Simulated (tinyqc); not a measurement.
Debye-Callaway model of lattice thermal conductivity: one step, computed by the program tinyqc. Command: `OMP_NUM_THREADS=1 python tinyqc.py 3000554 3000555 out.jsonl callaway walk`. One thread of a shared host (Intel(R) Xeon(R) Processor @ 2.30GHz), about 0.01 s of CPU time with the checks.

Three acoustic branches with one velocity v, cut at omega_D = k_B Theta/hbar; x = hbar omega/(k_B T). v and Theta are separate inputs: Theta cuts off the heat-carrying modes, so C need not reach 3 k_B/V. gamma is an effective value that sets the umklapp rate.

Problem. The integrand on a coarse grid. Rates: point defects A omega^4; umklapp B omega^2 T exp(-Theta/(b T)) with B = hbar gamma^2/(M v^2 Theta); normal processes f_N B omega^2 T (T/Theta)^2. Boundaries: v/L. x runs in ten equal steps to min(Theta/T, 12); g = x^4 e^x/(e^x - 1)^2; tau_C is the inverse of all rates summed; the last column is c tau_C g with c = (k_B/(2 pi^2 v)) (k_B T/hbar)^3.

Inputs (values chosen for the exercise, for a model crystal):
```
quantity,value,unit
sound velocity v,5150,m/s
Debye temperature Theta,463,K
mean atomic mass M,95.7,u
effective Grueneisen parameter gamma,1.88,-
umklapp exponent divisor b,2,-
Casimir length L,3500,micrometre
normal-process factor f_N,1.1,-
temperature T,600,K
```

Sample: crystal. Point defects: isotopes. Normal processes: included.

Rayleigh coefficient A = 1.281714e-45 s^3

Constants: k_B = 1.380649e-23 J/K; hbar = 1.054571817e-34 J s; u = 1.6605390666e-27 kg.

Give: Integrand.

Solution.

Integrand:
```
x,g,tau_C (s),c tau_C g (W/(m K))
0.0772,0.0060,9.394e-11,36.81
0.1543,0.0238,2.348e-11,36.74
0.2315,0.0534,1.043e-11,36.62
0.3087,0.0945,5.858e-12,36.45
0.3858,0.1470,3.744e-12,36.24
0.4630,0.2106,2.595e-12,35.98
0.5402,0.2848,1.903e-12,35.67
0.6173,0.3692,1.453e-12,35.32
0.6945,0.4634,1.145e-12,34.93
0.7717,0.5668,9.247e-13,34.50
```

The integrand is largest at the lowest frequency shown, whose long lifetime outweighs its small heat capacity.
